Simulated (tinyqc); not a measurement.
Worked calculation: plane-wave Kohn-Sham cycle with exchange-only LDA in a layered model solid. One step of it, computed by the program tinyqc.

Question. Iteration 1: potential. V_H(G) = 4 pi rho(G)/G^2 for G != 0 (uniform background); v_x = -(3 rho/pi)^(1/3); V = V_ext + V_H + v_x; Fourier components f(G_m) = (1/N) sum_j f(x_j) exp(-i G_m x_j).

A solid whose potential varies along x alone (atomic units):
```
parameter                      value
period a                   11.100000
cross-section of the cell  23.000000
electrons per cell                 2
grid points                       16
plane waves -n..n, n               2
k points                           2
V1 in V1 cos(2 pi x/a)     -0.700000
```

density at the start, on the grid x_j = j a/N (e/bohr^3): [0.00783392, 0.00783392, 0.00783392, 0.00783392, 0.00783392, 0.00783392, 0.00783392, 0.00783392, 0.00783392, 0.00783392, 0.00783392, 0.00783392, 0.00783392, 0.00783392, 0.00783392, 0.00783392]

Give: Potentials on the grid; V(G_m), m = 0, 1, 2, ....

Answer.

Potentials on the grid (hartree):
```
x          V_ext     V_H      v_x        V
0.0000   -0.7000  0.0000  -0.1956  -0.8956
0.6937   -0.6467  0.0000  -0.1956  -0.8423
1.3875   -0.4950  0.0000  -0.1956  -0.6906
2.0812   -0.2679  0.0000  -0.1956  -0.4635
2.7750         0  0.0000  -0.1956  -0.1956
3.4688    0.2679  0.0000  -0.1956   0.0723
4.1625    0.4950  0.0000  -0.1956   0.2994
4.8563    0.6467  0.0000  -0.1956   0.4511
5.5500    0.7000  0.0000  -0.1956   0.5044
6.2438    0.6467  0.0000  -0.1956   0.4511
6.9375    0.4950  0.0000  -0.1956   0.2994
7.6312    0.2679  0.0000  -0.1956   0.0723
8.3250         0  0.0000  -0.1956  -0.1956
9.0188   -0.2679  0.0000  -0.1956  -0.4635
9.7125   -0.4950  0.0000  -0.1956  -0.6906
10.4062  -0.6467  0.0000  -0.1956  -0.8423
```

V(G_m), m = 0, 1, 2, ... (hartree): [-0.1956, -0.3500, 0.0000, 0.0000, 0.0000]
